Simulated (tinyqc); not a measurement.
## Germanium share from the critical thickness

Question. Critical thickness (Matthews-Blakeslee, 60-degree dislocations): h = bv (1 - nu/4)[ln(h/bv) + 1]/(4 pi e_par (1 + nu)), nu = c12/(c11 + c12). e_par = b1 x. Find e_par and x.

Values chosen for this exercise:
- b1 = 0.0418 (lattice mismatch per unit x)
- c11 = 171 GPa (elastic constant)
- c12 = 62.2 GPa (elastic constant)
- bv = 0.384 nm (Burgers vector)

critical thickness = 15.901570 nm

Solution. For given h the relation is explicit in the strain.

e_par = 0.669 %
x = 0.160

Numbers from tinyqc (`OMP_NUM_THREADS=1 python tinyqc.py 2530098 2530099 out.jsonl`; about 0.01 s on one thread of a shared Intel Xeon 2.30GHz).
